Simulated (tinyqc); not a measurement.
Inside a calculation. Model: physical sputtering: collision-cascade yield, angular dependence, faceting and resputtering in deposition. Computed by tinyqc, a small Python program that keeps every step. Command: `OMP_NUM_THREADS=1 python tinyqc.py 3018215 3018216 out.jsonl sputter walk`. One thread of a shared host (Intel(R) Xeon(R) Processor @ 2.30GHz), about 0.01 s of CPU time with the checks. Intermediate numbers are printed to about 6 digits and carried at full precision; extremes and crossings named in words are read from the listed rows.

Ions start collision cascades; atoms that reach the surface with more than U leave. The target is amorphous or fine-grained.

Inputs (values chosen for the exercise, modelled on xenon ions on tungsten):
```
quantity                                                  value     unit
ion Z1                                                       54        -
ion mass M1                                               131.3        u
target Z2                                                    74        -
target mass M2                                            183.8        u
surface binding energy U                                    8.9       eV
target density N                                           63.2   1/nm^3
fit factor Q                                               0.76        -
ion energy E                                               2200       eV
current density J                                          0.23  mA/cm^2
angular exponent f                                          2.5        -
angle of the largest yield                                   62  degrees
angle of incidence                                           65  degrees
deposition rate over sputter rate on a flat surface, D/S    1.9        -
```

Constants: e = 1.602176634e-19 C.

## Yield at normal incidence

gamma = 4 M1 M2/(M1 + M2)^2; threshold E_th = 6.7 U/gamma for M1 >= M2, else U (1 + 5.7 M1/M2)/gamma. eps = 0.03255 M2 E/(Z1 Z2 (M1 + M2) z), z = (Z1^(2/3) + Z2^(2/3))^(1/2), E in eV; s_n = 3.441 sqrt(eps) ln(eps + 2.718)/(1 + 6.355 sqrt(eps) + eps (6.882 sqrt(eps) - 1.708)); S_n = 84.78 Z1 Z2 M1 s_n/((M1 + M2) z) in eV angstrom^2; alpha = 0.249 (M2/M1)^0.56 + 0.0035 (M2/M1)^1.5 for M1 <= M2, else 0.0875 (M2/M1)^(-0.15) + 0.165 M2/M1; Y0 = 0.042 Q alpha S_n/U [1 - sqrt(E_th/E)]^2.5 (the electronic-loss factor of the full formula is dropped). Erosion rate = Y0 J/(e N); 1 cm^2 = 1e14 nm^2.

energy transfer factor gamma = 0.972240

threshold E_th = 46.4285 eV

reduced energy eps = 0.00185039

nuclear stopping S_n = 2912.45 eV angstrom^2

alpha = 0.306408

yield Y0 = 2.16173 atoms per ion

erosion rate = 29.4614 nm/min

The threshold factor is 0.675; the energy cost is 1020 eV per removed atom, 114 times U.

## Oblique incidence

Angular law: Y/Y0 = t^f exp(-f cos(a_opt)(t - 1)), t = 1/cos(angle), largest at a_opt. A plane tilted by the angle recedes along the beam at a speed proportional to Y(angle), and along its own normal as Y cos(angle).

Y/Y0 at the angle = 1.73279

yield at the angle = 3.74583 atoms per ion

normal speed relative to a flat surface = 0.732309

largest Y/Y0 = 1.75777

## Deposition with resputtering

With a directional flux, net growth along the beam is D - S Y(angle)/Y0. Slopes where Y/Y0 exceeds D/S are etched: solve Y/Y0 = D/S below a_opt, if the largest Y/Y0 exceeds D/S. The normal speed is largest where f (1 - cos(a_opt)/cos(angle)) = 1, cos(angle) = f cos(a_opt)/(f - 1), or at angle 0 if this exceeds 1.

Angle of zero net growth: none: every slope grows

angle of the largest normal speed = 38.5143 degrees

Deposition outweighs sputtering at every angle, so no slope is cut back.

## Yield over energy

The formulas are those given above.

Normal incidence:
```
E (eV)          eps  S_n (eV angstrom^2)       Y0  Y0 per keV
100     8.41088e-05               745.22  0.04693     0.46927
200     1.68218e-04              1030.55  0.21891     1.09453
300     2.52326e-04              1241.10  0.39088     1.30292
500     4.20544e-04              1561.05  0.69148     1.38297
1000    8.41088e-04              2108.39  1.26312     1.26312
2000    1.68218e-03              2804.35  2.03859     1.01929
5000    4.20544e-03              3969.49  3.38604     0.67721
10000   8.41088e-03              5025.90  4.62983     0.46298
30000   2.52326e-02              6912.78  6.87147     0.22905
100000  8.41088e-02              8961.62  9.32628     0.09326
```

The yield per keV peaks at 500 eV among these rows, 11 times the threshold, the most economical range for removing atoms. Y0 varies as E^2.22 between the first rows and as E^0.25 at the end, where nuclear stopping is flattening. Caution: the electronic-loss factor, dropped here, would lower the yields at the highest energies slightly.

Checks made by the program: position of the angular maximum (relative difference below 1e-10).
